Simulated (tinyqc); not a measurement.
Read current of a NAND string, cells in series solved by shooting: one step of the calculation.

Cells in series, numbered from 0 at the source line (0 V) to the bit line, each followed by a gap resistance Rg. A cell with gate Vg, threshold VT, source Vs and drain Vd passes I = 2 nf K Vt^2 [F(Vs) - F(Vd)]/(1 + th max(Vg - VT, 0)), F(V) = ln^2(1 + exp((Vg - VT - nf V)/(2 nf Vt))). The selected cell has Vg = Vr, the others Vg = Vp.

Task. Node voltages for a trial current. For a trial current I start at 0 V and, cell by cell (the selected one is cell 1), solve for the drain: sqrt(F(Vd)) = sqrt(F(Vs) - I/k), k = 2 nf K Vt^2/(1 + th max(Vg - VT, 0)), Vd = [Vg - VT - 2 nf Vt ln(exp(sqrt F) - 1)]/nf, then add I Rg.

Values chosen for this exercise; values of the order met in vertical NAND strings:
```
symbol  value    unit                                 meaning
T         358       K                             temperature
K          25  uA/V^2                   gain factor of a cell
nf        2.2                                    slope factor
th       0.17     1/V               mobility reduction factor
Rg        9.7    kohm     resistance of the gap between cells
Vbl       0.7       V                        bit-line voltage
Vp        7.1       V                            pass voltage
Vr       3.94       V  read voltage on the selected word line
```

Constants: q = 1.602176634e-19 C, kB = 1.380649e-23 J/K, Vt = kB T/q. Results are converted to the units shown.

second trial current = 4.4 uA
thresholds from the source end, cell 0 to 4 (V): [-2.1, 2.4, -2.1, -2.1, -2.1]

Find: node voltage after each cell and gap, trial 2.

Result.

node voltage after each cell and gap, trial 2, cell 0 to 4 (V): [0.092022, 0.33318, 0.42953, 0.52728, 0.62653]

Program tinyqc, `OMP_NUM_THREADS=1 python tinyqc.py 2142117 2142118 out.jsonl`; Intel Xeon 2.30GHz, shared host, one thread, about 0.7 s.
